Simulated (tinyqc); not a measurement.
Worked calculation: one-electron ion in a basis of Gaussians. Computed by tinyqc, a small Python program that keeps every step. Settings: Z = 4, l = 1. Command: `OMP_NUM_THREADS=1 python tinyqc.py 21803 21804 out.jsonl` (the two numbers bound the seeds that draw the settings). One thread of a shared host (Intel(R) Xeon(R) Processor @ 2.60GHz), about 0.01 s of CPU time with the checks.

## Matrices over normalised Gaussians

exponents of r^l exp(-a r^2) (1/bohr^2): [0.2666, 0.9411, 3.3220, 11.7300]

Z = 4

l = 1

With p = a_i + a_j and I(k) = Gamma((k+1)/2) / (2 p^((k+1)/2)): S = I(2l+2), T = (2l+3) a_i a_j S / p, V = -Z I(2l+1), each divided by sqrt(S_ii S_jj).

S:
$$\begin{pmatrix}
1.0000 & 0.6267 & 0.1992 & 0.0472 \\
0.6267 & 1.0000 & 0.6267 & 0.1992 \\
0.1992 & 0.6267 & 1.0000 & 0.6266 \\
0.0472 & 0.1992 & 0.6266 & 1.0000
\end{pmatrix}$$

T (hartree):
$$\begin{pmatrix}
0.6665 & 0.6510 & 0.2458 & 0.0615 \\
0.6510 & 2.3527 & 2.2979 & 0.8676 \\
0.2458 & 2.2979 & 8.3050 & 8.1103 \\
0.0615 & 0.8676 & 8.1103 & 29.3250
\end{pmatrix}$$

V (hartree):
$$\begin{pmatrix}
-2.1972 & -2.0723 & -1.1356 & -0.4918 \\
-2.0723 & -4.1282 & -3.8935 & -2.1332 \\
-1.1356 & -3.8935 & -7.7560 & -7.3145 \\
-0.4918 & -2.1332 & -7.3145 & -14.5743
\end{pmatrix}$$

## Generalised eigenproblem

H = T + V (hartree):
$$\begin{pmatrix}
-1.5307 & -1.4213 & -0.8898 & -0.4303 \\
-1.4213 & -1.7754 & -1.5956 & -1.2657 \\
-0.8898 & -1.5956 & 0.5490 & 0.7958 \\
-0.4303 & -1.2657 & 0.7958 & 14.7507
\end{pmatrix}$$

Solve H C = S C e through S^(-1/2); each column has its largest component positive (the first on a tie).

eigenvalues of S: [0.1467, 0.4618, 1.1794, 2.2121]

eigenvalues (hartree): [-1.9953, -0.6692, 3.7977, 25.5109]

coefficients:
$$\begin{pmatrix}
0.3929 & 1.1899 & 0.5214 & -0.1826 \\
0.6163 & -0.9200 & -1.3135 & 0.5615 \\
0.1415 & -0.1223 & 1.3519 & -1.1846 \\
0.0226 & -0.0272 & -0.0180 & 1.3687
\end{pmatrix}$$

For Z = 4 and l = 1 the exact lowest level is -Z^2/(2 n^2) with n = l + 1: -2.000000 hartree.
